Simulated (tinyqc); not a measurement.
Polycrystalline film, grain-boundary barriers (Seto model): one step of the calculation.

One-dimensional grains of size Lg with donors N; each boundary has Qt acceptor-like traps per area at one level Et below the band edge. Trapped electrons qt deplete a width w = qt/N (both sides together) and raise a barrier Vb = q N w^2/(8 eps0 eps_r). Current crosses the barriers by thermionic emission at small bias. Abrupt depletion, full ionisation, Boltzmann statistics.

Question. Trapped charge. w = qt/N, Vb = q N w^2/(8 eps0 eps_r), out = Qt/(1 + 2 (Nc/N) exp((Vb - Et)/Vt)); qt(new) = out.

Values chosen for this exercise; values close to those of polycrystalline silicon:
- T = 250 K (temperature)
- eps_r = 11.7 (relative permittivity of the semiconductor)
- Lg = 30 nm (grain size)
- Qt = 1.4e12 cm^-2 (trap density at a boundary)
- N = 6.5e17 cm^-3 (donor density)
- Nc = 2.13e19 cm^-3 (conduction-band density of states at T)
- Et = 0.43 eV (trap level below the band edge)

Constants: q = 1.602176634e-19 C, kB = 1.380649e-23 J/K, Vt = kB T/q, eps0 = 8.8541878128e-14 F/cm where lengths are in cm. Results are converted to the units shown.

qt at the start = 1.3e12 cm^-2

Give: w; Vb; out; qt after iteration 1.

Answer.

w = 20.000 nm
Vb = 0.050264 V
out = 1.4000e12 cm^-2
qt after iteration 1 = 1.4000e12 cm^-2

Program tinyqc, `OMP_NUM_THREADS=1 python tinyqc.py 2610129 2610130 out.jsonl`; Intel Xeon 2.30GHz, shared host, one thread, about 0.01 s.
